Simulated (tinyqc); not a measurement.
Atomic layer deposition: Langmuir saturation, growth per cycle and coating of deep features: one step, computed by the program tinyqc.

Precursor A sticks only on free sites, so a long enough pulse saturates; co-reactant B then frees the sites again.

Problem. The first four cycles. One cycle from coverage th0: pulse A gives th1 = th_s + (th0 - th_s) exp(-(k_a + k_d) t), th_s = k_a/(k_a + k_d); the purge leaves th2 = th1 exp(-k_d t_p); pulse B converts c_B th2 into film and leaves th3 = (1 - c_B) th2. Growth = G c_B th2. Start from th0 = 0.

Inputs (values chosen for the exercise, modelled on aluminium oxide from trimethylaluminium and water):

| quantity | value | unit |
|---|---|---|
| growth per cycle at saturation G | 0.99 | angstrom |
| temperature T | 250 | C |
| pulse time t | 0.0098 | s |
| co-reactant completion per pulse c_B | 0.99 | - |
| purge time t_p | 1.6 | s |

k_a = 153.0668 1/s

k_d = 1.639184e-06 1/s

Give: Cycles.

Solution.

Cycles:

| cycle | th0 | th1 | th2 | th3 | growth (angstrom) |
|---|---|---|---|---|---|
| 1 | 0.000000 | 0.7769 | 0.7769 | 0.007769 | 0.7614 |
| 2 | 0.007769 | 0.7786 | 0.7786 | 0.007786 | 0.7631 |
| 3 | 0.007786 | 0.7786 | 0.7786 | 0.007786 | 0.7631 |
| 4 | 0.007786 | 0.7786 | 0.7786 | 0.007786 | 0.7631 |
